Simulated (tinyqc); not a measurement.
UHF in the 6-311g basis, for H2-, spin multiplicity 2, step by step (part 1 of 2). The basis has no diffuse functions, so it cannot describe the extra electron: this is an exercise in the method, not the real anion. Computed by tinyqc, a small Python program that keeps every step (integrals from PySCF). Settings: charge = -1, multiplicity = 2, basis = 6-311g, energy threshold = 1e-09, iteration cap = 83, orthogonalisation = canonical, start = core, DIIS depth = 8, method = UHF. Command: `OMP_NUM_THREADS=1 python tinyqc.py 27405 27406 out.jsonl` (the two numbers bound the seeds that draw the settings). One thread of a shared host (Intel(R) Xeon(R) Processor @ 2.60GHz), about 0.08 s of CPU time with the checks. Later iterations appear only in the table of the cycle.

## One-electron integrals

Geometry (angstrom):

| atom | x | y | z |
|---|---|---|---|
| H | 0.000000 | 0.000000 | 0.000000 |
| H | 0.000000 | 0.000000 | 0.702000 |

Basis 6-311g: exponents (1/bohr^2) and contraction coefficients of normalised primitives:

| element | l (shell) | exponent | coefficient |
|---|---|---|---|
| H | s (1) | 33.865000 | 0.025494 |
| H | s (1) | 5.094790 | 0.190373 |
| H | s (1) | 1.158790 | 0.852161 |
| H | s (2) | 0.325840 | 1.000000 |
| H | s (3) | 0.102741 | 1.000000 |

Overlap, kinetic and nuclear-attraction integrals over the contracted functions; the nuclear repulsion is the sum of Za Zb / Rab.

nuclear repulsion = 0.75381369 hartree

overlap S, lower triangle:
```
          1H 1s     1H 2s     1H 3s     2H 1s     2H 2s     2H 3s
1H 1s  1.000000
1H 2s  0.706377  1.000000
1H 3s  0.373664  0.788963  1.000000
2H 1s  0.305858  0.447859  0.316211  1.000000
2H 2s  0.447859  0.750728  0.687634  0.706377  1.000000
2H 3s  0.316211  0.687634  0.913562  0.373664  0.788963  1.000000
```

kinetic energy T (hartree), lower triangle:
```
          1H 1s     1H 2s     1H 3s     2H 1s     2H 2s     2H 3s
1H 1s  2.304348
1H 2s  0.549119  0.488760
1H 3s  0.106346  0.184881  0.154112
2H 1s  0.125236  0.241771  0.079971  2.304348
2H 2s  0.241771  0.296791  0.146369  0.549119  0.488760
2H 3s  0.079971  0.146369  0.132305  0.106346  0.184881  0.154112
```

nuclear attraction V (hartree), lower triangle:
```
           1H 1s      1H 2s      1H 3s      2H 1s      2H 2s      2H 3s
1H 1s  -2.862562
1H 2s  -1.582433  -1.566797
1H 3s  -0.787544  -1.047075  -0.967487
2H 1s  -0.824164  -1.040748  -0.679115  -2.862562
2H 2s  -1.040748  -1.247487  -0.943588  -1.582433  -1.566797
2H 3s  -0.679115  -0.943588  -0.907151  -0.787544  -1.047075  -0.967487
```

core Hamiltonian H = T + V (hartree), lower triangle:
```
           1H 1s      1H 2s      1H 3s      2H 1s      2H 2s      2H 3s
1H 1s  -0.558213
1H 2s  -1.033314  -1.078037
1H 3s  -0.681198  -0.862193  -0.813376
2H 1s  -0.698929  -0.798977  -0.599143  -0.558213
2H 2s  -0.798977  -0.950696  -0.797219  -1.033314  -1.078037
2H 3s  -0.599143  -0.797219  -0.774846  -0.681198  -0.862193  -0.813376
```

## Two-electron integrals

Functions are numbered as in S; the eight-fold symmetry (ij|kl) = (ji|kl) = (kl|ij) leaves the list below.

Two-electron integrals (ij|kl) in chemists' order, unique and non-zero (hartree):
```
(11|11) 1.393035   (21|11) 0.822971   (21|21) 0.509703   (22|11) 0.822904
(22|21) 0.543028   (22|22) 0.644106   (31|11) 0.411256   (31|21) 0.257757
(31|22) 0.279868   (31|31) 0.130794   (32|11) 0.543681   (32|21) 0.365771
(32|22) 0.452669   (32|31) 0.189803   (32|32) 0.325140   (33|11) 0.494021
(33|21) 0.340115   (33|22) 0.445993   (33|31) 0.178035   (33|32) 0.331779
(33|33) 0.361682   (41|11) 0.335911   (41|21) 0.211537   (41|22) 0.230339
(41|31) 0.107429   (41|32) 0.156127   (41|33) 0.146205   (41|41) 0.117137
(42|11) 0.367267   (42|21) 0.244511   (42|22) 0.292450   (42|31) 0.126279
(42|32) 0.205512   (42|33) 0.201802   (42|41) 0.145071   (42|42) 0.203363
(43|11) 0.232275   (43|21) 0.156808   (43|22) 0.193270   (43|31) 0.081385
(43|32) 0.137786   (43|33) 0.138207   (43|41) 0.093768   (43|42) 0.136821
(43|43) 0.093583   (44|11) 0.732446   (44|21) 0.500725   (44|22) 0.624325
(44|31) 0.260670   (44|32) 0.444799   (44|33) 0.443651   (44|41) 0.335911
(44|42) 0.507223   (44|43) 0.346799   (44|44) 1.393035   (51|11) 0.507223
(51|21) 0.316074   (51|22) 0.339972   (51|31) 0.160116   (51|32) 0.229767
(51|33) 0.214559   (51|41) 0.145071   (51|42) 0.172535   (51|43) 0.111167
(51|44) 0.367267   (51|51) 0.203363   (52|11) 0.572642   (52|21) 0.381434
(52|22) 0.461402   (52|31) 0.197219   (52|32) 0.327374   (52|33) 0.327304
(52|41) 0.185892   (52|42) 0.251880   (52|43) 0.169743   (52|44) 0.572642
(52|51) 0.251880   (52|52) 0.363013   (53|11) 0.420099   (53|21) 0.285653
(53|22) 0.362511   (53|31) 0.148809   (53|32) 0.264070   (53|33) 0.276108
(53|41) 0.141293   (53|42) 0.201827   (53|43) 0.139245   (53|44) 0.467953
(53|51) 0.190109   (53|52) 0.293170   (53|53) 0.246985   (54|11) 0.500725
(54|21) 0.340568   (54|22) 0.425060   (54|31) 0.177170   (54|32) 0.304415
(54|33) 0.307013   (54|41) 0.211537   (54|42) 0.316074   (54|43) 0.217512
(54|44) 0.822971   (54|51) 0.244511   (54|52) 0.381434   (54|53) 0.315187
(54|54) 0.509703   (55|11) 0.624325   (55|21) 0.425060   (55|22) 0.539573
(55|31) 0.221489   (55|32) 0.392454   (55|33) 0.408282   (55|41) 0.230339
(55|42) 0.339972   (55|43) 0.236443   (55|44) 0.822904   (55|51) 0.292450
(55|52) 0.461402   (55|53) 0.391119   (55|54) 0.543028   (55|55) 0.644106
(61|11) 0.346799   (61|21) 0.217512   (61|22) 0.236443   (61|31) 0.110395
(61|32) 0.160421   (61|33) 0.150559   (61|41) 0.093768   (61|42) 0.111167
(61|43) 0.071742   (61|44) 0.232275   (61|51) 0.136821   (61|52) 0.169743
(61|53) 0.128355   (61|54) 0.156808   (61|55) 0.193270   (61|61) 0.093583
(62|11) 0.467953   (62|21) 0.315187   (62|22) 0.391119   (62|31) 0.163623
(62|32) 0.281347   (62|33) 0.287819   (62|41) 0.141293   (62|42) 0.190109
(62|43) 0.128355   (62|44) 0.420099   (62|51) 0.201827   (62|52) 0.293170
(62|53) 0.238824   (62|54) 0.285653   (62|55) 0.362511   (62|61) 0.139245
(62|62) 0.246985   (63|11) 0.438941   (63|21) 0.302611   (63|22) 0.398297
(63|31) 0.158489   (63|32) 0.297039   (63|33) 0.325507   (63|41) 0.137275
(63|42) 0.195062   (63|43) 0.135081   (63|44) 0.438941   (63|51) 0.195062
(63|52) 0.305878   (63|53) 0.262722   (63|54) 0.302611   (63|55) 0.398297
(63|61) 0.135081   (63|62) 0.262722   (63|63) 0.301858   (64|11) 0.260670
(64|21) 0.177170   (64|22) 0.221489   (64|31) 0.092171   (64|32) 0.158967
(64|33) 0.161034   (64|41) 0.107429   (64|42) 0.160116   (64|43) 0.110395
(64|44) 0.411256   (64|51) 0.126279   (64|52) 0.197219   (64|53) 0.163623
(64|54) 0.257757   (64|55) 0.279868   (64|61) 0.081385   (64|62) 0.148809
(64|63) 0.158489   (64|64) 0.130794   (65|11) 0.444799   (65|21) 0.304415
(65|22) 0.392454   (65|31) 0.158967   (65|32) 0.288505   (65|33) 0.306619
(65|41) 0.156127   (65|42) 0.229767   (65|43) 0.160421   (65|44) 0.543681
(65|51) 0.205512   (65|52) 0.327374   (65|53) 0.281347   (65|54) 0.365771
(65|55) 0.452669   (65|61) 0.137786   (65|62) 0.264070   (65|63) 0.297039
(65|64) 0.189803   (65|65) 0.325140   (66|11) 0.443651   (66|21) 0.307013
(66|22) 0.408282   (66|31) 0.161034   (66|32) 0.306619   (66|33) 0.341017
(66|41) 0.146205   (66|42) 0.214559   (66|43) 0.150559   (66|44) 0.494021
(66|51) 0.201802   (66|52) 0.327304   (66|53) 0.287819   (66|54) 0.340115
(66|55) 0.445993   (66|61) 0.138207   (66|62) 0.276108   (66|63) 0.325507
(66|64) 0.178035   (66|65) 0.331779   (66|66) 0.361682
```

## Orthogonalisation

S = U s U^T; canonical form X = U s^(-1/2), so that X^T S X = 1. Each column of U has its largest component positive (the first on a tie).

eigenvalues of S: 0.029258  0.143826  0.175650  0.824944  0.873403  3.952919

X:
```
               1          2          3          4          5         6
1H 1s   0.582476  -0.911017  -0.710065   0.697649   0.568359  0.157851
1H 2s  -2.256840   1.406133   1.218242   0.330838   0.081558  0.230389
1H 3s   3.414167  -0.818090   0.926426   0.099668  -0.492737  0.220211
2H 1s  -0.582476  -0.911017   0.710065  -0.697649   0.568359  0.157851
2H 2s   2.256840   1.406133  -1.218242  -0.330838   0.081558  0.230389
2H 3s  -3.414167  -0.818090  -0.926426  -0.099668  -0.492737  0.220211
```

## Starting guess

The start is the orbitals of the core Hamiltonian; D(s) = C_occ C_occ^T for each spin.

D(alpha) at the start, lower triangle:
```
           1H 1s      1H 2s      1H 3s     2H 1s     2H 2s     2H 3s
1H 1s   0.103752
1H 2s   0.238597   0.757460
1H 3s   0.173296   0.725821   0.802579
2H 1s   0.032163  -0.065959  -0.165645  0.103752
2H 2s  -0.065959  -0.538178  -0.716103  0.238597  0.757460
2H 3s  -0.165645  -0.716103  -0.802148  0.173296  0.725821  0.802579
```

D(beta) at the start, lower triangle:
```
          1H 1s     1H 2s     1H 3s     2H 1s     2H 2s     2H 3s
1H 1s  0.067958
1H 2s  0.086319  0.109641
1H 3s  0.003825  0.004859  0.000215
2H 1s  0.067958  0.086319  0.003825  0.067958
2H 2s  0.086319  0.109641  0.004859  0.086319  0.109641
2H 3s  0.003825  0.004859  0.000215  0.003825  0.004859  0.000215
```

## Iteration 1: building the Fock matrix

J_ij = sum D_kl (ij|kl) with D = D(alpha) + D(beta), K_ij = sum D_kl (ik|jl) for each spin; F = H + J - K(s); E = tr D H + tr D J / 2 - 0.5 sum_s tr D(s) K(s) + E_nn.

Coulomb J (hartree), lower triangle:
```
          1H 1s     1H 2s     1H 3s     2H 1s     2H 2s     2H 3s
1H 1s  2.372769
1H 2s  1.549310  1.828910
1H 3s  0.797047  1.290491  1.287443
2H 1s  0.750019  1.012463  0.683404  2.372769
2H 2s  1.012463  1.426710  1.150801  1.549310  1.828910
2H 3s  0.683404  1.150801  1.200041  0.797047  1.290491  1.287443
```

exchange K(alpha) (hartree), lower triangle:
```
          1H 1s     1H 2s     1H 3s     2H 1s     2H 2s     2H 3s
1H 1s  0.804804
1H 2s  0.710447  0.727992
1H 3s  0.446324  0.495528  0.359560
2H 1s  0.379765  0.488350  0.372079  0.804804
2H 2s  0.488350  0.581591  0.440367  0.710447  0.727992
2H 3s  0.372079  0.440367  0.336743  0.446324  0.495528  0.359560
```

exchange K(beta) (hartree), lower triangle:
```
          1H 1s     1H 2s     1H 3s     2H 1s     2H 2s     2H 3s
1H 1s  0.601920
1H 2s  0.552613  0.569571
1H 3s  0.357389  0.386546  0.269523
2H 1s  0.435612  0.491000  0.342627  0.601920
2H 2s  0.491000  0.540785  0.378854  0.552613  0.569571
2H 3s  0.342627  0.378854  0.267325  0.357389  0.386546  0.269523
```

F(alpha) (hartree), lower triangle:
```
           1H 1s      1H 2s      1H 3s      2H 1s      2H 2s     2H 3s
1H 1s   1.009751
1H 2s  -0.194451   0.022881
1H 3s  -0.330475  -0.067230   0.114508
2H 1s  -0.328674  -0.274864  -0.287819   1.009751
2H 2s  -0.274864  -0.105577  -0.086785  -0.194451   0.022881
2H 3s  -0.287819  -0.086785   0.088452  -0.330475  -0.067230  0.114508
```

F(beta) (hartree), lower triangle:
```
           1H 1s      1H 2s      1H 3s      2H 1s     2H 2s     2H 3s
1H 1s   1.212636
1H 2s  -0.036618   0.181302
1H 3s  -0.241540   0.041752   0.204544
2H 1s  -0.384522  -0.277513  -0.258367   1.212636
2H 2s  -0.277513  -0.064771  -0.025272  -0.036618  0.181302
2H 3s  -0.258367  -0.025272   0.157870  -0.241540  0.041752  0.204544
```

total energy of this density = -0.69682251 hartree

## Iteration 1: diagonalisation and new density

Diagonalise F' = X^T F X, C = X C', fill 2 alpha and 1 beta electrons from the bottom; D(s) = C_occ C_occ^T. Each column has its largest component positive (the first on a tie).

F' = X^T F X (alpha) (hartree), lower triangle:
```
           1          2          3         4          5          6
1   1.459366
2   0.000000   2.345409
3  -1.035143   0.000000   1.697944
4   0.518679   0.000000  -1.151148  1.396455
5   0.000000  -0.987191   0.000000  0.000000   1.167828
6   0.000000   0.036523   0.000000  0.000000  -0.089091  -0.140648
```

orbital energies (alpha) (hartree): MO1 -0.147210, MO2 0.261052, MO3 0.611853, MO4 0.919084, MO5 2.907945, MO6 3.373629

coefficients C (alpha):
```
            MO1        MO2        MO3        MO4        MO5        MO6
1H 1s  0.187323   0.100006  -0.029015  -0.054216  -1.068629  -1.147712
1H 2s  0.260459   0.203004  -0.747948  -1.842806   1.187298   1.802707
1H 3s  0.165675   2.052797   0.848392   2.636589  -0.461885  -1.165829
2H 1s  0.187323  -0.100006  -0.029015   0.054216  -1.068629   1.147712
2H 2s  0.260459  -0.203004  -0.747948   1.842806   1.187298  -1.802707
2H 3s  0.165675  -2.052797   0.848392  -2.636589  -0.461885   1.165829
```

F' = X^T F X (beta) (hartree), lower triangle:
```
           1          2          3         4          5          6
1   1.479960
2   0.000000   2.363990
3  -1.051192   0.000000   1.845840
4   0.499999   0.000000  -1.002385  1.845437
5   0.000000  -1.003041   0.000000  0.000000   1.211650
6   0.000000   0.032850   0.000000  0.000000  -0.066555  -0.023072
```

orbital energies (beta) (hartree): MO1 -0.026929, MO2 0.509913, MO3 0.633645, MO4 1.190789, MO5 2.945852, MO6 3.470535

coefficients C (beta):
```
            MO1        MO2        MO3        MO4        MO5        MO6
1H 1s  0.181987   0.065506  -0.023821   0.040591  -1.069679  -1.150759
1H 2s  0.253850  -0.424138  -0.761071   1.869709   1.180369   1.735278
1H 3s  0.177122   2.820796   0.849150  -1.819953  -0.456209  -1.120544
2H 1s  0.181987  -0.065506  -0.023821  -0.040591  -1.069679   1.150759
2H 2s  0.253850   0.424138  -0.761071  -1.869709   1.180369  -1.735278
2H 3s  0.177122  -2.820796   0.849150   1.819953  -0.456209   1.120544
```

D(alpha) after iteration 1, lower triangle:
```
           1H 1s      1H 2s      1H 3s     2H 1s     2H 2s     2H 3s
1H 1s   0.045091
1H 2s   0.069092   0.109049
1H 3s   0.236326   0.459878   4.241425
2H 1s   0.025089   0.028489  -0.174256  0.045091
2H 2s   0.028489   0.026628  -0.373574  0.069092  0.109049
2H 3s  -0.174256  -0.373574  -4.186529  0.236326  0.459878  4.241425
```

D(beta) after iteration 1, lower triangle:
```
          1H 1s     1H 2s     1H 3s     2H 1s     2H 2s     2H 3s
1H 1s  0.033119
1H 2s  0.046197  0.064440
1H 3s  0.032234  0.044962  0.031372
2H 1s  0.033119  0.046197  0.032234  0.033119
2H 2s  0.046197  0.064440  0.044962  0.046197  0.064440
2H 3s  0.032234  0.044962  0.031372  0.032234  0.044962  0.031372
```

## Iteration 2: building the Fock matrix

As before.

Coulomb J (hartree), lower triangle:
```
          1H 1s     1H 2s     1H 3s     2H 1s     2H 2s     2H 3s
1H 1s  1.966121
1H 2s  1.304699  1.592487
1H 3s  0.674798  1.144294  1.181056
2H 1s  0.621151  0.849574  0.577570  1.966121
2H 2s  0.849574  1.234799  1.016591  1.304699  1.592487
2H 3s  0.577570  1.016591  1.097503  0.674798  1.144294  1.181056
```

exchange K(alpha) (hartree), lower triangle:
```
          1H 1s     1H 2s     1H 3s     2H 1s     2H 2s     2H 3s
1H 1s  0.542764
1H 2s  0.541373  0.628386
1H 3s  0.383500  0.484551  0.404480
2H 1s  0.321503  0.414389  0.332493  0.542764
2H 2s  0.414389  0.526129  0.434632  0.541373  0.628386
2H 3s  0.332493  0.434632  0.375849  0.383500  0.484551  0.404480
```

exchange K(beta) (hartree), lower triangle:
```
          1H 1s     1H 2s     1H 3s     2H 1s     2H 2s     2H 3s
1H 1s  0.460050
1H 2s  0.465451  0.536570
1H 3s  0.333924  0.409474  0.326158
2H 1s  0.334494  0.413065  0.319821  0.460050
2H 2s  0.413065  0.507426  0.400278  0.465451  0.536570
2H 3s  0.319821  0.400278  0.322865  0.333924  0.409474  0.326158
```

F(alpha) (hartree), lower triangle:
```
           1H 1s      1H 2s      1H 3s      2H 1s      2H 2s      2H 3s
1H 1s   0.865144
1H 2s  -0.269988  -0.113936
1H 3s  -0.389900  -0.202450  -0.036801
2H 1s  -0.399281  -0.363791  -0.354067   0.865144
2H 2s  -0.363791  -0.242025  -0.215259  -0.269988  -0.113936
2H 3s  -0.354067  -0.215259  -0.053193  -0.389900  -0.202450  -0.036801
```

F(beta) (hartree), lower triangle:
```
           1H 1s      1H 2s      1H 3s      2H 1s      2H 2s     2H 3s
1H 1s   0.947858
1H 2s  -0.194065  -0.022120
1H 3s  -0.340324  -0.127373   0.041521
2H 1s  -0.412272  -0.362468  -0.341395   0.947858
2H 2s  -0.362468  -0.223322  -0.180905  -0.194065  -0.022120
2H 3s  -0.341395  -0.180905  -0.000208  -0.340324  -0.127373  0.041521
```

total energy of this density = -0.94725320 hartree

## Iteration 2: DIIS over 2 matrices

error matrix X^T (FDS - SDF) X (alpha):
```
          1          2          3          4          5         6
1  0.000000   0.000000  -0.021239  -0.041078   0.000000  0.000000
2  0.000000   0.000000   0.000000   0.000000   0.000867  0.012845
3  0.021239   0.000000   0.000000  -0.046597   0.000000  0.000000
4  0.041078   0.000000   0.046597   0.000000   0.000000  0.000000
5  0.000000  -0.000867   0.000000   0.000000   0.000000  0.009810
6  0.000000  -0.012845   0.000000   0.000000  -0.009810  0.000000
```

B (overlaps of the stored error matrices):
```
               1              2
1  4.6098594e-01  3.0688438e-02
2  3.0688438e-02  9.7401855e-03
```

Minimise |sum c_i e_i|^2 with sum c_i = 1: solve [B -1; -1 0][c; lambda] = [0; -1] with B_ij = tr e_i^T e_j summed over both spins, and take F = sum c_i F_i.

DIIS coefficients: -0.051175  1.051175

extrapolated F(alpha) (hartree), lower triangle:
```
           1H 1s      1H 2s      1H 3s      2H 1s      2H 2s      2H 3s
1H 1s   0.857744
1H 2s  -0.273854  -0.120937
1H 3s  -0.392941  -0.209370  -0.044544
2H 1s  -0.402894  -0.368342  -0.357457   0.857744
2H 2s  -0.368342  -0.249008  -0.221834  -0.273854  -0.120937
2H 3s  -0.357457  -0.221834  -0.060441  -0.392941  -0.209370  -0.044544
```

extrapolated F(beta) (hartree), lower triangle:
```
           1H 1s      1H 2s      1H 3s      2H 1s      2H 2s     2H 3s
1H 1s   0.934308
1H 2s  -0.202123  -0.032530
1H 3s  -0.345379  -0.136028   0.033179
2H 1s  -0.413692  -0.366815  -0.345644   0.934308
2H 2s  -0.366815  -0.231436  -0.188870  -0.202123  -0.032530
2H 3s  -0.345644  -0.188870  -0.008298  -0.345379  -0.136028  0.033179
```

## Iteration 2: diagonalisation and new density

As before.

F' = X^T F X (alpha) (hartree), lower triangle:
```
           1          2          3         4          5          6
1   1.367389
2   0.000000   2.189259
3  -1.024204   0.000000   1.501332
4   0.432396   0.000000  -1.056767  1.334502
5   0.000000  -0.892367   0.000000  0.000000   1.028803
6   0.000000   0.042205   0.000000  0.000000  -0.082918  -0.312051
```

orbital energies (alpha) (hartree): MO1 -0.317244, MO2 0.163082, MO3 0.547840, MO4 0.919589, MO5 2.675416, MO6 3.120552

coefficients C (alpha):
```
            MO1        MO2        MO3        MO4        MO5        MO6
1H 1s  0.188886   0.086199  -0.052972  -0.076560  -1.067435  -1.147559
1H 2s  0.244609   0.053754  -0.729471  -1.831782   1.202073   1.824440
1H 3s  0.181827   2.267845   0.836217   2.431507  -0.477738  -1.212184
2H 1s  0.188886  -0.086199  -0.052972   0.076560  -1.067435   1.147559
2H 2s  0.244609  -0.053754  -0.729471   1.831782   1.202073  -1.824440
2H 3s  0.181827  -2.267845   0.836217  -2.431507  -0.477738   1.212184
```

F' = X^T F X (beta) (hartree), lower triangle:
```
           1          2          3         4          5          6
1   1.415325
2   0.000000   2.203827
3  -0.967232   0.000000   1.688892
4   0.468513   0.000000  -0.919442  1.515641
5   0.000000  -0.888663   0.000000  0.000000   1.065744
6   0.000000   0.033537   0.000000  0.000000  -0.088937  -0.244442
```

orbital energies (beta) (hartree): MO1 -0.250828, MO2 0.465250, MO3 0.584161, MO4 1.003371, MO5 2.691797, MO6 3.151236

coefficients C (beta):
```
            MO1        MO2        MO3        MO4        MO5        MO6
1H 1s  0.188133   0.076735  -0.046722  -0.082762  -1.067859  -1.147801
1H 2s  0.255982  -0.219936  -0.730308  -1.828748   1.199193   1.814994
1H 3s  0.169967   2.602959   0.840235   2.078265  -0.475048  -1.195892
2H 1s  0.188133  -0.076735  -0.046722   0.082762  -1.067859   1.147801
2H 2s  0.255982   0.219936  -0.730308   1.828748   1.199193  -1.814994
2H 3s  0.169967  -2.602959   0.840235  -2.078265  -0.475048   1.195892
```

D(alpha) after iteration 2, lower triangle:
```
           1H 1s      1H 2s      1H 3s     2H 1s     2H 2s     2H 3s
1H 1s   0.043108
1H 2s   0.050837   0.062723
1H 3s   0.229830   0.166381   5.176180
2H 1s   0.028248   0.041570  -0.161141  0.043108
2H 2s   0.041570   0.056944  -0.077428  0.050837  0.062723
2H 3s  -0.161141  -0.077428  -5.110058  0.229830  0.166381  5.176180
```

D(beta) after iteration 2, lower triangle:
```
          1H 1s     1H 2s     1H 3s     2H 1s     2H 2s     2H 3s
1H 1s  0.035394
1H 2s  0.048159  0.065527
1H 3s  0.031976  0.043508  0.028889
2H 1s  0.035394  0.048159  0.031976  0.035394
2H 2s  0.048159  0.065527  0.043508  0.048159  0.065527
2H 3s  0.031976  0.043508  0.028889  0.031976  0.043508  0.028889
```
